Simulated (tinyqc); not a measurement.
Inside a calculation (part 1 of 2). Method: RHF in the sto-3g basis, for BeH+, spin multiplicity 1. Computed by tinyqc, a small Python program that keeps every step (integrals from PySCF). Settings: charge = 1, multiplicity = 1, basis = sto-3g, energy threshold = 1e-09, iteration cap = 67, orthogonalisation = symmetric, start = random, DIIS depth = 0, damping = 0.7, method = RHF. Command: `OMP_NUM_THREADS=1 python tinyqc.py 29027 29028 out.jsonl` (the two numbers bound the seeds that draw the settings). One thread of a shared host (Intel(R) Xeon(R) Processor @ 2.60GHz), about 0.07 s of CPU time with the checks. Later iterations appear only in the table of the cycle.

## One-electron integrals

Geometry (angstrom):
```
atom         x         y         z
Be    0.000000  0.000000  0.000000
H     0.000000  0.000000  1.366000
```

Basis sto-3g: exponents (1/bohr^2) and contraction coefficients of normalised primitives:
```
element  l (shell)   exponent  coefficient
Be           s (1)  30.167871     0.154329
Be           s (1)   5.495115     0.535328
Be           s (1)   1.487193     0.444635
Be           s (2)   1.314833    -0.099967
Be           s (2)   0.305539     0.399513
Be           s (2)   0.099371     0.700115
Be           p (3)   1.314833     0.155916
Be           p (3)   0.305539     0.607684
Be           p (3)   0.099371     0.391957
H            s (1)   3.425251     0.154329
H            s (1)   0.623914     0.535328
H            s (1)   0.168855     0.444635
```

Overlap, kinetic and nuclear-attraction integrals over the contracted functions; the nuclear repulsion is the sum of Za Zb / Rab.

nuclear repulsion = 1.54956724 hartree

overlap S, order 1Be 1s, 1Be 2s, 1Be 2px, 1Be 2py, 1Be 2pz, 2H 1s:
```
[[1.000000, 0.259517, 0.000000, 0.000000, 0.000000, 0.065613],
 [0.259517, 1.000000, 0.000000, 0.000000, 0.000000, 0.449485],
 [0.000000, 0.000000, 1.000000, 0.000000, 0.000000, 0.000000],
 [0.000000, 0.000000, 0.000000, 1.000000, 0.000000, 0.000000],
 [0.000000, 0.000000, 0.000000, 0.000000, 1.000000, 0.518467],
 [0.065613, 0.449485, 0.000000, 0.000000, 0.518467, 1.000000]]
```

kinetic energy T (hartree), order 1Be 1s, 1Be 2s, 1Be 2px, 1Be 2py, 1Be 2pz, 2H 1s:
```
[[6.693975, -0.033012, 0.000000, 0.000000, 0.000000, -0.016032],
 [-0.033012, 0.211111, 0.000000, 0.000000, 0.000000, 0.065141],
 [0.000000, 0.000000, 0.660592, 0.000000, 0.000000, 0.000000],
 [0.000000, 0.000000, 0.000000, 0.660592, 0.000000, 0.000000],
 [0.000000, 0.000000, 0.000000, 0.000000, 0.660592, 0.185283],
 [-0.016032, 0.065141, 0.000000, 0.000000, 0.185283, 0.760032]]
```

nuclear attraction V (hartree), order 1Be 1s, 1Be 2s, 1Be 2px, 1Be 2py, 1Be 2pz, 2H 1s:
```
[[-14.948484, -1.999780, 0.000000, 0.000000, -0.017321, -0.507069],
 [-1.999780, -2.677221, 0.000000, 0.000000, -0.145299, -1.214521],
 [0.000000, 0.000000, -2.620934, 0.000000, 0.000000, 0.000000],
 [0.000000, 0.000000, 0.000000, -2.620934, 0.000000, 0.000000],
 [-0.017321, -0.145299, 0.000000, 0.000000, -2.734577, -1.385908],
 [-0.507069, -1.214521, 0.000000, 0.000000, -1.385908, -2.765151]]
```

core Hamiltonian H = T + V (hartree), order 1Be 1s, 1Be 2s, 1Be 2px, 1Be 2py, 1Be 2pz, 2H 1s:
```
[[-8.254509, -2.032793, 0.000000, 0.000000, -0.017321, -0.523102],
 [-2.032793, -2.466110, 0.000000, 0.000000, -0.145299, -1.149381],
 [0.000000, 0.000000, -1.960342, 0.000000, 0.000000, 0.000000],
 [0.000000, 0.000000, 0.000000, -1.960342, 0.000000, 0.000000],
 [-0.017321, -0.145299, 0.000000, 0.000000, -2.073985, -1.200624],
 [-0.523102, -1.149381, 0.000000, 0.000000, -1.200624, -2.005119]]
```

## Two-electron integrals

Functions are numbered as in S; the eight-fold symmetry (ij|kl) = (ji|kl) = (kl|ij) leaves the list below.

Two-electron integrals (ij|kl) in chemists' order, unique and non-zero (hartree):
```
(11|11) 2.298831   (21|11) 0.392036   (21|21) 0.079539   (22|11) 0.570988
(22|21) 0.143041   (22|22) 0.417683   (31|31) 0.014607   (32|31) 0.021888
(32|32) 0.092265   (33|11) 0.569578   (33|21) 0.143083   (33|22) 0.417589
(33|33) 0.449859   (41|41) 0.014607   (42|41) 0.021888   (42|42) 0.092265
(43|43) 0.024249   (44|11) 0.569578   (44|21) 0.143083   (44|22) 0.417589
(44|33) 0.401360   (44|44) 0.449859   (51|51) 0.014607   (52|51) 0.021888
(52|52) 0.092265   (53|53) 0.024249   (54|54) 0.024249   (55|11) 0.569578
(55|21) 0.143083   (55|22) 0.417589   (55|33) 0.401360   (55|44) 0.401360
(55|55) 0.449859   (61|11) 0.098081   (61|21) 0.019883   (61|22) 0.036020
(61|33) 0.035758   (61|44) 0.035758   (61|51) 0.001782   (61|52) 0.003333
(61|55) 0.036565   (61|61) 0.005219   (62|11) 0.219106   (62|21) 0.055591
(62|22) 0.174521   (62|33) 0.168135   (62|44) 0.168135   (62|51) 0.007310
(62|52) 0.043189   (62|55) 0.187139   (62|61) 0.015358   (62|62) 0.104946
(63|31) 0.005340   (63|32) 0.024379   (63|53) 0.007662   (63|63) 0.010204
(64|41) 0.005340   (64|42) 0.024379   (64|54) 0.007662   (64|64) 0.010204
(65|11) 0.228512   (65|21) 0.058727   (65|22) 0.193473   (65|33) 0.182022
(65|44) 0.182022   (65|51) 0.011969   (65|52) 0.067536   (65|55) 0.216177
(65|61) 0.017035   (65|62) 0.132854   (65|65) 0.174571   (66|11) 0.384123
(66|21) 0.099272   (66|22) 0.347541   (66|33) 0.322283   (66|44) 0.322283
(66|51) 0.016007   (66|52) 0.119496   (66|55) 0.397780   (66|61) 0.028287
(66|62) 0.260739   (66|65) 0.351707   (66|66) 0.774606
```

## Orthogonalisation

S = U s U^T; symmetric (Loewdin) form X = U s^(-1/2) U^T, so that X^T S X = 1.

eigenvalues of S: [0.305025, 0.793789, 1.000000, 1.000000, 1.173630, 1.727556]

X, order 1Be 1s, 1Be 2s, 1Be 2px, 1Be 2py, 1Be 2pz, 2H 1s:
```
[[1.027649, -0.145724, 0.000000, 0.000000, -0.011457, 0.021746],
 [-0.145724, 1.151003, 0.000000, 0.000000, 0.140613, -0.338926],
 [0.000000, 0.000000, 1.000000, 0.000000, 0.000000, 0.000000],
 [0.000000, 0.000000, 0.000000, 1.000000, 0.000000, 0.000000],
 [-0.011457, 0.140613, 0.000000, 0.000000, 1.158913, -0.384325],
 [0.021746, -0.338926, 0.000000, 0.000000, -0.384325, 1.279368]]
```

## Starting guess

The start is random orthonormal orbitals; D = 2 C_occ C_occ^T.

D at the start, order 1Be 1s, 1Be 2s, 1Be 2px, 1Be 2py, 1Be 2pz, 2H 1s:
```
[[0.803521, 0.138557, -0.395428, -0.112667, -0.867971, 0.607437],
 [0.138557, 0.785340, 0.294145, -0.293640, 0.569687, 0.244323],
 [-0.395428, 0.294145, 0.367013, -0.075037, 0.769449, -0.232514],
 [-0.112667, -0.293640, -0.075037, 0.114547, -0.137351, -0.135437],
 [-0.867971, 0.569687, 0.769449, -0.137351, 1.617185, -0.524296],
 [0.607437, 0.244323, -0.232514, -0.135437, -0.524296, 0.484789]]
```

## Iteration 1: building the Fock matrix

J_ij = sum D_kl (ij|kl), K_ij = sum D_kl (ik|jl); F = H + J - 0.5 K; E = tr D H + tr D J / 2 - 0.25 tr D K + E_nn.

Coulomb J (hartree), order 1Be 1s, 1Be 2s, 1Be 2px, 1Be 2py, 1Be 2pz, 2H 1s:
```
[[3.772441, 0.787546, -0.001158, -0.017592, 0.000528, 0.199360],
 [0.787546, 1.797524, 0.025631, -0.065721, 0.079393, 0.805677],
 [-0.001158, 0.025631, 1.776392, -0.003639, 0.033754, 0.017165],
 [-0.017592, -0.065721, -0.003639, 1.764147, -0.008737, -0.020389],
 [0.000528, 0.079393, 0.033754, -0.008737, 1.848075, 0.918318],
 [0.199360, 0.805677, 0.017165, -0.020389, 0.918318, 1.684441]]
```

exchange K (hartree), order 1Be 1s, 1Be 2s, 1Be 2px, 1Be 2py, 1Be 2pz, 2H 1s:
```
[[2.178452, 0.732837, -0.192034, -0.119827, -0.275210, 0.276139],
 [0.732837, 0.783617, 0.039975, -0.194374, 0.176084, 0.541926],
 [-0.192034, 0.039975, 0.312672, -0.031937, 0.283381, 0.109020],
 [-0.119827, -0.194374, -0.031937, 0.205220, -0.084148, -0.132245],
 [-0.275210, 0.176084, 0.283381, -0.084148, 0.734934, 0.445220],
 [0.276139, 0.541926, 0.109020, -0.132245, 0.445220, 0.668392]]
```

Fock matrix F (hartree), order 1Be 1s, 1Be 2s, 1Be 2px, 1Be 2py, 1Be 2pz, 2H 1s:
```
[[-5.571294, -1.611665, 0.094858, 0.042321, 0.120813, -0.461811],
 [-1.611665, -1.060394, 0.005644, 0.031466, -0.153948, -0.614667],
 [0.094858, 0.005644, -0.340286, 0.012329, -0.107936, -0.037346],
 [0.042321, 0.031466, 0.012329, -0.298805, 0.033337, 0.045733],
 [0.120813, -0.153948, -0.107936, 0.033337, -0.593378, -0.504916],
 [-0.461811, -0.614667, -0.037346, 0.045733, -0.504916, -0.654874]]
```

total energy of this density = -9.77924565 hartree

This density is the starting one.

## Iteration 1: diagonalisation and new density

Diagonalise F' = X^T F X, C = X C', fill 2 alpha and 2 beta electrons from the bottom; D = 2 C_occ C_occ^T; the new density keeps 0.7 of the old one (damping). Each column has its largest component positive (the first on a tie).

F' = X^T F X (hartree):
```
[[-5.443686, -0.786678, 0.097083, 0.039518, 0.166502, -0.164861],
 [-0.786678, -0.642146, -0.009847, 0.019238, -0.038487, -0.332857],
 [0.097083, -0.009847, -0.340286, 0.012329, -0.111029, -0.006146],
 [0.039518, 0.019238, 0.012329, -0.298805, 0.024998, 0.035953],
 [0.166502, -0.038487, -0.111029, 0.024998, -0.451423, -0.303829],
 [-0.164861, -0.332857, -0.006146, 0.035953, -0.303829, -0.298458]]
```

orbital energies (hartree): [-5.584386, -0.885788, -0.449140, -0.303712, -0.294462, 0.042684]

coefficients C, order 1Be 1s, 1Be 2s, 1Be 2px, 1Be 2py, 1Be 2pz, 2H 1s:
```
[[0.991043, -0.178692, -0.219667, -0.077305, 0.016328, 0.096479],
 [0.022401, 0.555809, 0.665133, 0.373732, -0.019188, -0.767342],
 [-0.018497, 0.145844, -0.448491, 0.869861, -0.028038, 0.140710],
 [-0.008037, -0.074035, 0.083522, 0.081771, 0.989779, 0.033613],
 [-0.037348, 0.482191, -0.614978, -0.247954, 0.138855, -0.904337],
 [0.028611, 0.342366, 0.040291, -0.248133, -0.001580, 1.310955]]
```

D after iteration 1, order 1Be 1s, 1Be 2s, 1Be 2px, 1Be 2py, 1Be 2pz, 2H 1s:
```
[[1.170923, 0.050719, -0.303435, -0.075708, -0.681486, 0.405512],
 [0.050719, 0.735393, 0.254290, -0.230345, 0.559083, 0.285585],
 [-0.303435, 0.254290, 0.269876, -0.058915, 0.581224, -0.133118],
 [-0.075708, -0.230345, -0.058915, 0.083510, -0.117385, -0.110152],
 [-0.681486, 0.559083, 0.581224, -0.117385, 1.272371, -0.268597],
 [0.405512, 0.285585, -0.133118, -0.110152, -0.268597, 0.410172]]
```

## Iteration 2: building the Fock matrix

As before.

Coulomb J (hartree), order 1Be 1s, 1Be 2s, 1Be 2px, 1Be 2py, 1Be 2pz, 2H 1s:
```
[[4.316912, 0.861971, 0.000846, -0.013472, 0.010322, 0.219266],
 [0.861971, 1.836667, 0.027150, -0.051191, 0.113440, 0.834371],
 [0.000846, 0.027150, 1.813586, -0.002857, 0.026149, 0.015348],
 [-0.013472, -0.051191, -0.002857, 1.804548, -0.007381, -0.016087],
 [0.010322, 0.113440, 0.026149, -0.007381, 1.886333, 0.954571],
 [0.219266, 0.834371, 0.015348, -0.016087, 0.954571, 1.747896]]
```

exchange K (hartree), order 1Be 1s, 1Be 2s, 1Be 2px, 1Be 2py, 1Be 2pz, 2H 1s:
```
[[2.905846, 0.759331, -0.140783, -0.086755, -0.200820, 0.258290],
 [0.759331, 0.729417, 0.053966, -0.151138, 0.253080, 0.555713],
 [-0.140783, 0.053966, 0.259785, -0.025075, 0.222124, 0.102473],
 [-0.086755, -0.151138, -0.025075, 0.180466, -0.070854, -0.106346],
 [-0.200820, 0.253080, 0.222124, -0.070854, 0.671888, 0.497456],
 [0.258290, 0.555713, 0.102473, -0.106346, 0.497456, 0.736560]]
```

Fock matrix F (hartree), order 1Be 1s, 1Be 2s, 1Be 2px, 1Be 2py, 1Be 2pz, 2H 1s:
```
[[-5.390520, -1.550487, 0.071237, 0.029906, 0.093412, -0.432980],
 [-1.550487, -0.994152, 0.000167, 0.024378, -0.158399, -0.592866],
 [0.071237, 0.000167, -0.276648, 0.009680, -0.084913, -0.035888],
 [0.029906, 0.024378, 0.009680, -0.246027, 0.028046, 0.037087],
 [0.093412, -0.158399, -0.084913, 0.028046, -0.523596, -0.494782],
 [-0.432980, -0.592866, -0.035888, 0.037087, -0.494782, -0.625503]]
```

total energy of this density = -11.21267285 hartree

This density is a damped mixture and is not idempotent.

## Iteration 2: diagonalisation and new density

As before.

F' = X^T F X (hartree):
```
[[-5.267894, -0.763823, 0.073375, 0.027665, 0.129102, -0.133904],
 [-0.763823, -0.581762, -0.009965, 0.015076, -0.029165, -0.338501],
 [0.073375, -0.009965, -0.276648, 0.009680, -0.085407, -0.011788],
 [0.027665, 0.015076, 0.009680, -0.246027, 0.021335, 0.029056],
 [0.129102, -0.029165, -0.085407, 0.021335, -0.364079, -0.328330],
 [-0.133904, -0.338501, -0.011788, 0.029056, -0.328330, -0.261253]]
```

orbital energies (hartree): [-5.399617, -0.836930, -0.382543, -0.254132, -0.242740, 0.118296]

coefficients C, order 1Be 1s, 1Be 2s, 1Be 2px, 1Be 2py, 1Be 2pz, 2H 1s:
```
[[0.991510, -0.180926, -0.218565, -0.062886, 0.006749, 0.101507],
 [0.023986, 0.543001, 0.709014, 0.305020, 0.011080, -0.767724],
 [-0.014100, 0.115717, -0.370952, 0.909559, 0.105651, 0.101717],
 [-0.005836, -0.060561, 0.085245, -0.075043, 0.991459, 0.020205],
 [-0.028204, 0.441008, -0.618288, -0.213386, 0.082906, -0.938466],
 [0.020683, 0.390177, -0.039207, -0.209429, -0.015108, 1.304431]]
```

D after iteration 2, order 1Be 1s, 1Be 2s, 1Be 2px, 1Be 2py, 1Be 2pz, 2H 1s:
```
[[1.429142, -0.009173, -0.233354, -0.049894, -0.541692, 0.253807],
 [-0.009173, 0.692030, 0.215501, -0.181057, 0.534633, 0.327327],
 [-0.233354, 0.215501, 0.197067, -0.045396, 0.437715, -0.066268],
 [-0.049894, -0.181057, -0.045396, 0.060678, -0.098095, -0.091357],
 [-0.541692, 0.534633, 0.437715, -0.098095, 1.007830, -0.085125],
 [0.253807, 0.327327, -0.066268, -0.091357, -0.085125, 0.378720]]
```

## Iteration 3: building the Fock matrix

As before.

Coulomb J (hartree), order 1Be 1s, 1Be 2s, 1Be 2px, 1Be 2py, 1Be 2pz, 2H 1s:
```
[[4.693945, 0.912971, 0.001909, -0.010359, 0.017294, 0.232952],
 [0.912971, 1.862156, 0.026320, -0.040049, 0.138666, 0.855717],
 [0.001909, 0.026320, 1.837164, -0.002202, 0.020213, 0.013370],
 [-0.010359, -0.040049, -0.002202, 1.830549, -0.006157, -0.012728],
 [0.017294, 0.138666, 0.020213, -0.006157, 1.912112, 0.982518],
 [0.232952, 0.855717, 0.013370, -0.012728, 0.982518, 1.800580]]
```

exchange K (hartree), order 1Be 1s, 1Be 2s, 1Be 2px, 1Be 2py, 1Be 2pz, 2H 1s:
```
[[3.416169, 0.776552, -0.103494, -0.062771, -0.147166, 0.244687],
 [0.776552, 0.691728, 0.058620, -0.118131, 0.306083, 0.570079],
 [-0.103494, 0.058620, 0.220117, -0.019321, 0.173726, 0.092891],
 [-0.062771, -0.118131, -0.019321, 0.162069, -0.059079, -0.085889],
 [-0.147166, 0.306083, 0.173726, -0.059079, 0.623553, 0.537513],
 [0.244687, 0.570079, 0.092891, -0.085889, 0.537513, 0.800504]]
```

Fock matrix F (hartree), order 1Be 1s, 1Be 2s, 1Be 2px, 1Be 2py, 1Be 2pz, 2H 1s:
```
[[-5.268648, -1.508097, 0.053656, 0.021026, 0.073556, -0.412493],
 [-1.508097, -0.949818, -0.002990, 0.019017, -0.159675, -0.578703],
 [0.053656, -0.002990, -0.233237, 0.007459, -0.066650, -0.033075],
 [0.021026, 0.019017, 0.007459, -0.210828, 0.023382, 0.030216],
 [0.073556, -0.159675, -0.066650, 0.023382, -0.473649, -0.486863],
 [-0.412493, -0.578703, -0.033075, 0.030216, -0.486863, -0.604791]]
```

total energy of this density = -12.22619094 hartree

This density is a damped mixture and is not idempotent.

## Iteration 3: diagonalisation and new density

As before.

F' = X^T F X (hartree):
```
[[-5.149644, -0.747654, 0.055620, 0.019226, 0.101661, -0.111305],
 [-0.747654, -0.540674, -0.009422, 0.011871, -0.019971, -0.344286],
 [0.055620, -0.009422, -0.233237, 0.007459, -0.065565, -0.014520],
 [0.019226, 0.011871, 0.007459, -0.210828, 0.017918, 0.023683],
 [0.101661, -0.019971, -0.065565, 0.017918, -0.301475, -0.345794],
 [-0.111305, -0.344286, -0.014520, 0.023683, -0.345794, -0.234381]]
```

orbital energies (hartree): [-5.275394, -0.803997, -0.339817, -0.219589, -0.208279, 0.176837]

coefficients C, order 1Be 1s, 1Be 2s, 1Be 2px, 1Be 2py, 1Be 2pz, 2H 1s:
```
[[0.991856, -0.182087, -0.217892, -0.047643, 0.003826, 0.105858],
 [0.024990, 0.535022, 0.740595, 0.235572, 0.013583, -0.767888],
 [-0.010720, 0.093021, -0.293199, 0.933768, 0.168184, 0.071121],
 [-0.004185, -0.049574, 0.078340, -0.148782, 0.984425, 0.012649],
 [-0.021399, 0.410920, -0.621165, -0.173197, 0.056198, -0.960403],
 [0.014753, 0.422239, -0.095843, -0.168442, -0.013176, 1.297535]]
```

D after iteration 3, order 1Be 1s, 1Be 2s, 1Be 2px, 1Be 2py, 1Be 2pz, 2H 1s:
```
[[1.610560, -0.050002, -0.179890, -0.032000, -0.436813, 0.140314],
 [-0.050002, 0.656545, 0.180551, -0.142716, 0.505833, 0.364894],
 [-0.179890, 0.180551, 0.143208, -0.034517, 0.329472, -0.022916],
 [-0.032000, -0.142716, -0.034517, 0.043960, -0.080836, -0.076546],
 [-0.436813, 0.505833, 0.329472, -0.080836, 0.807069, 0.044327],
 [0.140314, 0.364894, -0.022916, -0.076546, 0.044327, 0.372206]]
```

## Iteration 63 (converged): orbitals

converged F (hartree), order 1Be 1s, 1Be 2s, 1Be 2px, 1Be 2py, 1Be 2pz, 2H 1s:
```
[[-5.017063, -1.410541, 0.000000, 0.000000, 0.017078, -0.362120],
 [-1.410541, -0.874501, 0.000000, 0.000000, -0.147659, -0.560056],
 [0.000000, 0.000000, -0.142798, 0.000000, 0.000000, 0.000000],
 [0.000000, 0.000000, 0.000000, -0.142798, 0.000000, 0.000000],
 [0.017078, -0.147659, 0.000000, 0.000000, -0.330812, -0.450028],
 [-0.362120, -0.560056, 0.000000, 0.000000, -0.450028, -0.559457]]
```

Diagonalise F' = X^T F X, C = X C', fill 2 alpha and 2 beta electrons from the bottom; D = 2 C_occ C_occ^T. Each column has its largest component positive (the first on a tie).

F' = X^T F X (hartree):
```
[[-4.908048, -0.705784, 0.000000, 0.000000, 0.022105, -0.049531],
 [-0.705784, -0.467126, 0.000000, 0.000000, 0.021850, -0.372542],
 [0.000000, 0.000000, -0.142798, 0.000000, 0.000000, 0.000000],
 [0.000000, 0.000000, 0.000000, -0.142798, 0.000000, 0.000000],
 [0.022105, 0.021850, 0.000000, 0.000000, -0.130696, -0.377042],
 [-0.049531, -0.372542, 0.000000, 0.000000, -0.377042, -0.177265]]
```

orbital energies (hartree): [-5.019913, -0.734632, -0.263367, -0.142798, -0.142798, 0.334776]

coefficients C, order 1Be 1s, 1Be 2s, 1Be 2px, 1Be 2py, 1Be 2pz, 2H 1s:
```
[[0.992930, -0.191973, -0.200938, 0.000000, 0.000000, 0.121498],
 [0.026511, 0.550729, 0.763822, 0.000000, 0.000000, -0.770232],
 [0.000000, 0.000001, -0.000001, 0.917337, 0.398111, 0.000000],
 [0.000000, 0.000000, 0.000001, -0.398111, 0.917337, 0.000000],
 [-0.001926, 0.294209, -0.633766, -0.000001, 0.000000, -1.011171],
 [-0.001863, 0.494730, -0.234377, -0.000001, 0.000000, 1.264965]]
```

D after iteration 63, order 1Be 1s, 1Be 2s, 1Be 2px, 1Be 2py, 1Be 2pz, 2H 1s:
```
[[2.045528, -0.158802, 0.000000, 0.000000, -0.116785, -0.193649],
 [-0.158802, 0.608011, 0.000001, 0.000000, 0.323956, 0.544826],
 [0.000000, 0.000001, 0.000000, 0.000000, 0.000000, 0.000001],
 [0.000000, 0.000000, 0.000000, 0.000000, 0.000000, 0.000000],
 [-0.116785, 0.323956, 0.000000, 0.000000, 0.173125, 0.291115],
 [-0.193649, 0.544826, 0.000001, 0.000000, 0.291115, 0.489523]]
```

Within a degenerate level the vectors are fixed only up to a rotation; this is one choice.
